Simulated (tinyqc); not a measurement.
sp3s* tight binding, step by step. Values are carried at full precision from step to step, so a last printed digit may differ when a step is redone from the rounded ones.

sp3s* tight binding, nearest neighbours only: anion (a) at 0, cation (c) at a/4 (1,1,1), orbitals s, px, py, pz, s* on each; k in units of 2 pi/a. With phases e_j = exp(i (pi/2) k.n_j) for n = (1,1,1), (1,-1,-1), (-1,1,-1), (-1,-1,1): g0 = (e1+e2+e3+e4)/4, g1 = (e1+e2-e3-e4)/4, g2 = (e1-e2+e3-e4)/4, g3 = (e1-e2-e3+e4)/4. The diagonal holds the levels Esa, Epa, Exa (s*) and Esc, Epc, Exc. Anion-cation block: <sa|sc> = Vss g0; <sa|xc> = Vsapc g1; <xa|sc> = -Vscpa g1; <xa|xc> = Vxx g0; <xa|yc> = <ya|xc> = Vxy g3, <xa|zc> = <za|xc> = Vxy g2, <ya|zc> = <za|yc> = Vxy g1; <s*a|xc> = Vxapc g1; <xa|s*c> = -Vpaxc g1; y and z take g2 and g3 in place of g1; s-s* and s*-s* vanish.

Constants: hbar^2/2m0 = 3.80998211 eV angstrom^2.

Values chosen for the exercise (near a published set for GaAs, fitted to gaps, whose masses and valley positions are rough; the results hold for these values, not for the real material): k = (0.8, 0.23, 0.16) 2 pi/a (wave vector); Esa = -8.342 eV (s level of the anion); Epa = 1.038 eV (p level of the anion); Esc = -2.656 eV (s level of the cation); Epc = 3.67 eV (p level of the cation); Exa = 8.609 eV (s* level of the anion); Exc = 6.736 eV (s* level of the cation); Vss = -6.467 eV (s-s); Vxx = 1.958 eV (px-px); Vxy = 5.073 eV (px-py); Vsapc = 4.476 eV (s anion, p cation); Vscpa = 5.787 eV (s cation, p anion); Vxapc = 4.851 eV (s* anion, p cation); Vpaxc = 4.795 eV (p anion, s* cation); a = 5.654 angstrom (lattice constant).

## Phase sums

Form g0 to g3 at this k.

g0, g1, g2, g3: 0.27999-0.08360i  -0.02716+0.86171i  -0.22125+0.10580i  -0.32561+0.07189i

## The Hamiltonian without spin-orbit coupling

Fill in the 10 x 10 matrix.

H(k) (eV), lower triangle (Hermitian):
```
                  sa               xa               ya               za              s*a       sc
sa           -8.3420
xa                 0           1.0380
ya                 0                0           1.0380
za                 0                0                0           1.0380
s*a                0                0                0                0           8.6090
sc   -1.8107-0.5407i   0.1572+4.9867i   1.2804+0.6123i   1.8843+0.4160i                0  -2.6560
xc   -0.1216-3.8570i   0.5482+0.1637i  -1.6518-0.3647i  -1.1224-0.5367i  -0.1318-4.1802i        0
yc   -0.9903-0.4736i  -1.6518-0.3647i   0.5482+0.1637i  -0.1378-4.3715i  -1.0733-0.5132i        0
zc   -1.4574-0.3218i  -1.1224-0.5367i  -0.1378-4.3715i   0.5482+0.1637i  -1.5795-0.3487i        0
s*c                0   0.1303+4.1319i   1.0609+0.5073i   1.5613+0.3447i                0        0

         xc      yc      zc     s*c
xc   3.6700
yc        0  3.6700
zc        0       0  3.6700
s*c       0       0       0  6.7360
```

## Levels at this k

Diagonalise H, which belongs to k = (0.8, 0.23, 0.16) (2 pi/a). Four bands are filled (two electrons each); give the make-up of band 5, the lowest empty one.

levels (eV): -10.3927  -6.9490  -2.7976  -2.4406  2.1325  2.5502  7.1475  7.4815  9.9881  11.7511

weights of band 5: s 0.192, p 0.522, s* 0.286

weight of band 5 on atom a = 0.385

The vertical gap at this k is 4.5731 eV; band 5 is mostly p-like.

## Levels at Gamma

At k = 0 only g0 = 1 is left and H falls into 2 x 2 blocks [[E_a, V], [V, E_c]] with roots (E_a + E_c)/2 -/+ sqrt(((E_a - E_c)/2)^2 + V^2); the s* levels stay uncoupled. The direct gap runs from the highest lower root of the p blocks to the lowest upper root.

Blocks at Gamma (eV):

| block | E_a | E_c | V | lower root | upper root |
|---|---|---|---|---|---|
| s (Gamma1) | -8.3420 | -2.6560 | -6.4670 | -12.5633 | 1.5653 |
| p (Gamma15) | 1.0380 | 3.6700 | 1.9580 | -0.0052 | 4.7132 |

direct gap at Gamma = 1.5705 eV

The lowest empty level at Gamma is s-like.

## Bands near the gap

Diagonalise at L = (1/2,1/2,1/2), X = (1,0,0), W = (1,1/2,0), K = (3/4,3/4,0) and at the fractions named between them; energies from the top of the valence band at Gamma; 4 bands are filled.

Levels (eV):

| k | level 2 | level 3 | level 4 | level 5 | level 6 |
|---|---|---|---|---|---|
| L | -6.975 | -1.395 | -1.395 | 1.702 | 3.819 |
| L-G 0.5 | -4.126 | -0.776 | -0.776 | 2.145 | 4.226 |
| G | 0.000 | 0.000 | 0.000 | 1.570 | 4.718 |
| G-X 0.2 | -1.279 | -0.408 | -0.408 | 2.325 | 4.192 |
| G-X 0.4 | -3.235 | -1.265 | -1.265 | 2.811 | 3.293 |
| G-X 0.6 | -5.133 | -2.102 | -2.102 | 2.529 | 2.794 |
| G-X 0.7 | -5.983 | -2.432 | -2.432 | 2.292 | 2.666 |
| G-X 0.8 | -6.720 | -2.678 | -2.678 | 2.137 | 2.534 |
| G-X 0.9 | -7.271 | -2.830 | -2.830 | 2.056 | 2.433 |
| X | -7.491 | -2.882 | -2.882 | 2.032 | 2.394 |
| W | -7.491 | -2.882 | -2.882 | 2.032 | 2.394 |
| K | -7.403 | -3.111 | -2.442 | 1.989 | 2.526 |
| K-G 0.5 | -4.804 | -1.955 | -0.843 | 2.415 | 3.543 |

On these points the lowest empty level is lowest at G, 1.570 eV above the top.

## Valleys and masses

The lowest conduction level at Gamma, at its minimum on (x,0,0) for x from 0.5 to 1, and at the point L (L, and X where the search ends there, need not be minima in this model; a zero or negative inverse mass shows it). Inverse masses m0/m = (E(+h) + E(-h) - 2 E)/(2 c q^2) with c = hbar^2/2m0, q = h 2 pi/a, h = 0.002; longitudinal along the valley axis ([100] at Gamma and Delta, [111] at L), transverse along [010] or [1-10]. A dash: the next level lies within 0.15 eV, so a single mass has no use there.

Valleys:

| valley | x (2 pi/a) | E - Ev (eV) | m0/m_l | m0/m_t |
|---|---|---|---|---|
| Gamma | 0.0000 | 1.5705 | 8.28 | 8.28 |
| Delta | 1.0000 | 2.0321 | 0.48 | 0.00 |
| L | 0.5000 | 1.7022 | 0.62 | 1.35 |

Of these three the lowest is Gamma, which makes the gap direct, 1.5705 eV. At Delta m0/m_t is 0.00. This nearest-neighbour model is fitted to gaps: it places the Delta minimum and the masses at Delta and L only roughly (transverse masses can be several times too heavy), and since its bands are flat from X to W the transverse mass grows too heavy towards X; d orbitals or second neighbours cure this.

## Checks

- Direct gap at Gamma from the blocks against the full matrix: both 1.57049.

Computed by tinyqc, a small Python program: `OMP_NUM_THREADS=1 python tinyqc.py 1482389 1482390 out.jsonl` (the numbers bound the seed that draws the inputs); one thread of a shared host (Intel(R) Xeon(R) Processor @ 2.30GHz), about 0.06 s for the whole set of steps.
